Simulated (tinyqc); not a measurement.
Inside a calculation. Model: Koster-Slater impurity in a tight-binding band, by Green functions and by supercells. Computed by tinyqc, a small Python program that keeps every step. Command: `OMP_NUM_THREADS=1 python tinyqc.py 3017024 3017025 out.jsonl kosterslater walk`. One thread of a shared host (Intel(R) Xeon(R) Processor @ 2.30GHz), about 0.06 s of CPU time with the checks. Intermediate numbers are printed to about 6 digits and carried at full precision; extremes and crossings named in words are read from the listed rows.

One orbital per site, e(k) = -2 t sum cos(k_i) over 3 direction(s), band from -6 t to 6 t, lattice constant 1. One site has the extra energy U. Spin is left out.

Inputs (values chosen for the exercise, for a model band):
```
quantity                   value      unit
hopping t                   0.56        eV
impurity potential U       -4.78        eV
supercell edge N               3     sites
energy inside the band E   0.084        eV
broadening eta             0.056        eV
impurity concentration c  0.0001  per site
```

Lattice: simple cubic.

Constants: hbar = 6.582119569e-16 eV s.

## The host Green function outside the band

Outside the band G0(E) = (1/pi) int_0^pi dk (2/(pi z)) K(16 t^2/z^2), z = E + 2 t cos k, K the complete elliptic integral with parameter m; 200 Gauss-Legendre points. A bound state solves 1/U = G0(E). Energies: 0.05, 0.2, 0.5, 1, 2, 4 and 8 t beyond the band edge on the side of U, rounded to four digits.

Scan on the side of U:
```
E (eV)  G0 (1/eV)  1/U - G0 (1/eV)
-3.388  -0.418645         0.209440
-3.472  -0.385016         0.175811
-3.640  -0.346201         0.136996
-3.920  -0.304507         0.095302
-4.480  -0.251663         0.042458
-5.600  -0.191334        -0.017871
-7.840  -0.131790        -0.077415
```

G0 stays finite at the band edge, 0.252731/t in size, so binding needs |U| > 3.957 t.

## The bound state

Bisection in ln(distance from the edge) between 1e-5 t and |U| + t. Weight on the impurity site: -1/(U^2 dG0/dE), by a central difference with step min(1e-4 t, distance/30). Decay length along an axis: 1/arccosh(1 + distance/(2 t)).

level E_b = -5.19163 eV

distance from the band edge = 1.83163 eV

weight on the impurity site = 0.905540

decay length = 0.615739 sites

The state is compact: most of it sits on the impurity.

## Green function inside the band

Inside the band G0(z), z = E + i eta, comes from the chain form 1/(sqrt(y - 2t) sqrt(y + 2t)) (principal roots) at y = z + 2 t cos k + 2 t cos k', averaged over k and k' in (0, pi) with 200 Gauss-Legendre points each.

G0(E + i eta) = 0.024684-0.783966i 1/eV

## Scattering

T = U/(1 - U G0); phase shift delta = -arg(1 - U G0) in (-pi, pi]; host density of states -Im G0/pi; on the impurity -Im[G0/(1 - U G0)]/pi; lifetime of a band state hbar/(-2 c Im T).

T matrix = -0.34945-1.17131i eV

phase shift delta = 1.28086 rad

host density of states = 0.249544 1/eV

density of states on the impurity = 0.0163180 1/eV

scattering lifetime = 2809.72 fs

The Born approximation would take Im T = U^2 Im G0 = -17.9 eV, 15.3 times the full value.

## The level in the supercell

In a periodic cell of N sites along each direction with Bloch vector K, the level solves 1/U = N^-d sum_k 1/(E - e(k)), k_i = (2 pi m_i + K_i)/N, m_i = 0..N-1; the outermost root on the side of U is taken (bisection). d is the number of directions. Gamma means K_i = 0, the zone corner K_i = pi, the quarter point K_i = pi/2. The error is measured against the isolated level E_b.

level at Gamma = -5.25100 eV

level at the corner = -5.13656 eV

level at the quarter point = -5.19143 eV

error at Gamma = -0.0593680 eV

width between Gamma and the corner = 0.114439 eV

Images turn the level into a band 0.114 eV wide; the quarter point misses the isolated level by 2.0e-4 eV, far less than Gamma, because the leading hopping between images averages out there.

## Convergence with cell size

Even N; errors against the isolated level E_b, set to 0 below 1e-6 t.

Error of the level (eV):
```
N   sites         Gamma       corner  quarter point
2       8  -4.09460e-01  4.11632e-01    8.12113e-03
4      64  -8.59229e-03  8.12113e-03    5.63262e-06
6     216  -2.04996e-04  2.01840e-04              0
8     512  -5.65225e-06  5.63262e-06              0
10   1000             0            0              0
12   1728             0            0              0
```

The error at Gamma falls exponentially, between the last two resolved rows by exp(-1.795) per site against 1/(decay length) = 1.624; the rest is the power-law prefactor of the Green function. Gamma and the corner err in opposite directions. Among the sizes listed an error below 1 meV is first reached at N = 6 at Gamma; at the quarter point N = 4 is enough.

## Phase shift across the band

delta/pi = -arg(1 - U G0)/pi counts the states added below E (Friedel); host DOS = -Im G0/pi, DOS on the impurity = -Im[G0/(1 - U G0)]/pi; 13 evenly spaced energies from -(band edge + |U| + 2t) to +(band edge + |U| + 2t).

Across the spectrum:
```
E (eV)    Re G0 (1/eV)  host DOS (1/eV)  DOS on the impurity (1/eV)  delta/pi
-9.26000     -0.110497         0.000223                   0.0010015  0.002259
-7.71667     -0.134040         0.000332                   0.0025723  0.004418
-6.17333     -0.171163         0.000556                   0.0167726  0.014599
-4.63000     -0.241022         0.001193                   0.0508837  0.962668
-3.08667     -0.450049         0.034531                   0.0216600  0.865288
-1.54333     -0.521988         0.147788                   0.0206389  0.688708
0.00000       0.000000         0.249544                   0.0165890  0.416992
1.54333       0.521988         0.147788                   0.0086219  0.180081
3.08667       0.450049         0.034531                   0.0033857  0.051914
4.63000       0.241022         0.001193                   0.0002576  0.002650
6.17333       0.171163         0.000556                   0.0001681  0.001461
7.71667       0.134040         0.000332                   0.0001234  0.000968
9.26000       0.110497         0.000223                   0.0000955  0.000697
```

delta/pi starts and ends near zero (+0.002 and +0.001): the impurity moves states but creates none. delta/pi rises at the bound state below the band (-5.192 eV), reaches 0.96 among these rows (1 in the limit of small eta, just above the level) and is paid back by the top of the band.

Checks made by the program: G0 at the level by a direct sum over directions (relative difference below 1e-10).
